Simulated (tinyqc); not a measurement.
# Programming of a floating-gate cell by Fowler-Nordheim tunnelling, step by step

Program tinyqc, `OMP_NUM_THREADS=1 python tinyqc.py 2130111 2130112 out.jsonl`; Intel Xeon 2.30GHz, shared host, one thread, about 0.01 s. Printed values are rounded.

Per tunnel area the floating gate has Ctun = 3.9 eps0/tox to the channel (0 V) and Ccg to the control gate, Ct = Ctun/(1 - ag), no other coupling. With the threshold shift U = -Q/Ccg the field is F = ag (Vg - U)/tox, and dU/dt = J/Ccg. Fowler-Nordheim: J = A F^2 exp(-B/F), A = q^2/(16 pi^2 hbar mo phi) (times 1e14 for A/cm^2 with F in V/nm, emitter mass m0), B = (4/3) sqrt(mo/C) phi^1.5, C = hbar^2/(2 m0).

Values chosen for this exercise; oxide values close to those of silicon dioxide: tunnel barrier phi = 3.18 eV; tunnelling mass mo = 0.5 m0; tunnel oxide thickness tox = 6.5 nm; coupling ratio Ccg/Ct ag = 0.6; tunnel area ar = 580 nm^2; threshold shift at the start Vt0 = -1.7 V; control-gate voltage Vg = 9.9 V; time step dt = 1300 us; steps n = 8.

Constants: q = 1.602176634e-19 C, hbar = 1.054571817e-34 J s, m0 = 9.1093837015e-31 kg, eps0 = 8.8541878128e-14 F/cm where lengths are in cm, hbar^2/(2 m0) = 0.0380998212 eV nm^2. Results are converted to the units shown.

Range of the model: Programming fields of 10 MV/cm and more wear the oxide; trapping and the channel potential are ignored.

## Constants of the cell

A, B, Ccg = ag Ct, the starting field and current, K = A B ag/(Ccg tox), and the knee time t0 = exp(B/F(0))/K.

A = 9.69455e7 A cm^-2 (V/nm)^-2
B = 27.3907 V/nm
Ccg = 0.796877 uF/cm^2
F(0) = 1.07077 V/nm
J(0) = 8.63972e-4 A/cm^2
K = 3.07594e14 1/s
t0 = 418.256 us
electrons for 1 V of shift = 28.8475

## Explicit time steps against the exact solution

U(new) = U + dt J(F(U))/Ccg. Exact: exp(B/F(t)) = exp(B/F(0)) + K t, K = A B ag/(Ccg tox), and U = Vg - tox F/ag.

```
step  t (us)  F (V/nm)  J (A/cm^2)  U by steps (V)  U exact (V)
0          0   1.07077  8.63972e-4        -1.70000     -1.70000
1       1300   0.94067  1.93835e-5        -0.29054     -1.09280
2       2600   0.93775  1.75942e-5        -0.25892     -0.86806
3       3900   0.93510  1.61053e-5        -0.23022     -0.72990
4       5200   0.93267  1.48468e-5        -0.20395     -0.63062
5       6500   0.93044  1.37690e-5        -0.17972     -0.55340
6       7800   0.92836  1.28354e-5        -0.15726     -0.49037
7       9100   0.92643  1.20189e-5        -0.13632     -0.43722
8      10400   0.92462  1.12988e-5        -0.11672     -0.39132
```

The steps run ahead by 802 mV after the first and 275 mV after the last, as each uses the larger current of its start; the step is 3.1 of the knee time t0. The overshoot lowers the field, so later steps gain less than the exact curve and the error ends smaller than after the first step.
